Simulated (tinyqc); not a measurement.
# Voltage drop against the resistance from a pad node to the supply

A grid of 13 by 13 nodes with segments Rx (rows) and Ry (columns); every node draws I1 and the central node kh I1; pads with resistance Rp sit at the nodes whose row and column are multiples of the pitch, counting from 0. The drops u = Vdd - V follow from G u = i, with G the conductance matrix and i the load currents, solved directly. Here the pitch is 3.

Values chosen for this exercise:

| symbol | value | unit | meaning |
|---|---|---|---|
| Vdd | 0.65 | V | supply voltage |
| Rx | 0.64 | ohm | resistance of a horizontal segment |
| Ry | 1.9 | ohm | resistance of a vertical segment |
| kh | 3 |  | factor on the load at the hot node |
| I1 | 0.11 | mA | load current of a node in the large grid |

Voltage drop against the resistance from a pad node to the supply:
columns A: Rp (ohm); B: pads; C: worst drop (mV); D: mean drop (mV); E: largest drop at a pad (mV); F: largest pad current (mA); G: worst drop over Vdd (%)
```
A       B       C       D        E       F        G
0.014  25  0.3422  0.2370  0.01671   1.194  0.05265
0.028  25  0.3560  0.2482  0.03321   1.186  0.05477
0.055  25  0.3824  0.2697  0.06448   1.172  0.05884
0.11   25  0.4353  0.3134   0.1262   1.147  0.06697
0.22   25  0.5380  0.4001   0.2435   1.107  0.08277
0.44   25  0.7349  0.5717   0.4616   1.049   0.1131
0.88   25   1.109  0.9112   0.8614  0.9789   0.1706
```

The worst drop rises from 0.342 to 1.11 mV and the mean drop rises from 0.237 to 0.911 mV. The worst drop goes as Rp^(0.06) between the first two rows and Rp^(0.59) between the last two. The central node is itself a pad.

Numbers from tinyqc (`OMP_NUM_THREADS=1 python tinyqc.py 2770174 2770175 out.jsonl`; about 0.06 s on one thread of a shared Intel Xeon 2.30GHz).
